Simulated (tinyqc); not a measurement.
# Undoped symmetric double-gate MOSFET, analytic potential model: what changes with what

An undoped body of thickness ts between two equal insulators and tied gates; long channel, electrons only, n = ni exp((psi - V)/Vt) with V the quasi-Fermi potential (0 at the source, Vd at the drain), constant mobility, no quantisation. Across the body psi(x) = V - 2 Vt ln[(ts/(2 beta)) sqrt(q ni/(2 eps0 eps_r Vt)) cos(2 beta x/ts)], x from the centre. Q is the electron charge per area of the whole body.

Parameters, values chosen for the exercise; material values close to those of silicon: temperature T = 300 K; band gap Eg = 1.1 eV; relative permittivity of the semiconductor eps_r = 11.5; conduction-band density of states at T Nc = 2.76e19 cm^-3; valence-band density of states at T Nv = 2.64e19 cm^-3; relative permittivity of the gate insulator eox = 7.21; insulator thickness tox = 1.5 nm; body thickness ts = 15 nm; gate work function less that of the intrinsic body dphi = -0.11 V; channel mobility mu = 200 cm^2/(V s); gate length L = 1 um; drain voltage Vd = 0.8 V.

Constants: q = 1.602176634e-19 C, kB = 1.380649e-23 J/K, Vt = kB T/q, eps0 = 8.8541878128e-14 F/cm where lengths are in cm. Results are converted to the units shown.

Each table varies one quantity; the others keep the values above.

## Effect of the insulator thickness

ni = sqrt(Nc Nv) exp(-Eg/(2 Vt)), Eg in volts; r = eps_r tox/(eox ts); V0 = dphi + 2 Vt ln[(2/ts) sqrt(2 eps0 eps_r Vt/(q ni))]. beta (between 0 and pi/2) solves (Vg - V0 - V)/(2 Vt) = ln(beta) - ln(cos beta) + 2 r beta tan(beta). Q = 8 eps0 eps_r Vt beta tan(beta)/ts; I = mu (1/L)(4 eps0 eps_r/ts)(2 Vt)^2 [g(beta_s) - g(beta_d)] per width, g = beta tan(beta) - beta^2/2 + r beta^2 tan^2(beta), with beta_s at V = 0 and beta_d at V = Vd.  I(low) is taken at Vg = 0.09 V, Qs and I(high) at Vg = 0.84 V.

The same in every row: V0 (V) = 0.3409.

Effect of the insulator thickness:
```
tox (nm),I(low) (nA/um),Qs(high) (nC/cm^2),I(high) (uA/um)
0.5,0.04424,7493,295.6
0.72,0.04424,5489,224.9
1,0.04424,4138,175.2
1.5,0.04424,2913,128.1
2.2,0.04424,2085,94.93
3.1,0.04424,1543,72.28
4.5,0.04424,1110,53.53
```

Read the table: what changes, and by how much?

As tox goes from 0.5 to 4.5 nm, I(low) stays near 0.0442 nA/um and I(high) falls from 296 to 53.5 uA/um. On average I(low) is independent of tox and I(high) goes as tox^(-0.78). Below threshold no voltage drops over the insulator in this long-channel model, so its thickness does not matter there. In every row the surface density at the source at the higher gate voltage passes 0.3 Nc, where Boltzmann statistics fail.

## Transfer curve and volume inversion

Q = 8 eps0 eps_r Vt beta tan(beta)/ts; I = mu (1/L)(4 eps0 eps_r/ts)(2 Vt)^2 [g(beta_s) - g(beta_d)] per width, g = beta tan(beta) - beta^2/2 + r beta^2 tan^2(beta), with beta_s at V = 0 and beta_d at V = Vd. The drop is psi(surface) - psi(centre) at the source end; C = dQs/dVg, Cg = 2 eps0 eox/tox; gm = dI/dVg.

Transfer curve and volume inversion:
```
Vg (V),Qs (nC/cm^2),drop (mV),C/Cg,I (uA/um),gm/I (1/V)
0.04,0.001237,2.278e-4,5.621e-6,6.396e-6,38.68
0.15,0.08708,0.01603,3.954e-4,4.504e-4,38.67
0.26,5.818,1.064,0.02510,0.03089,37.67
0.38,162.7,25.03,0.3294,1.397,23.30
0.49,606.5,64.99,0.5962,9.400,12.90
0.6,1241,95.47,0.7425,29.47,8.421
0.71,1976,117.2,0.8193,64.72,6.105
0.83,2839,134.7,0.8664,122.4,4.638
0.94,3663,147.3,0.8931,193.9,3.779
```

The current rises from 6.40e-6 to 194 uA/um. In the first row gm/I is 38.7 1/V, within 0.01 % of 1/Vt: with no depletion charge the whole body follows the gate, and the swing is ideal. The drop between surface and centre goes from 2.3e-4 to 147 mV and passes Vt at Vg = 0.49 V among the rows; below that the density varies across the body by less than a factor of e (volume inversion). C reaches 0.89 of Cg in the last row. For Vg = 0.49 to 0.94 V the surface density at the source passes 0.3 Nc, where Boltzmann statistics fail.

Computed by the program tinyqc: `OMP_NUM_THREADS=1 python tinyqc.py 2440096 2440097 out.jsonl`, one thread of a shared Intel Xeon 2.30GHz, about 0.01 s for the whole run.
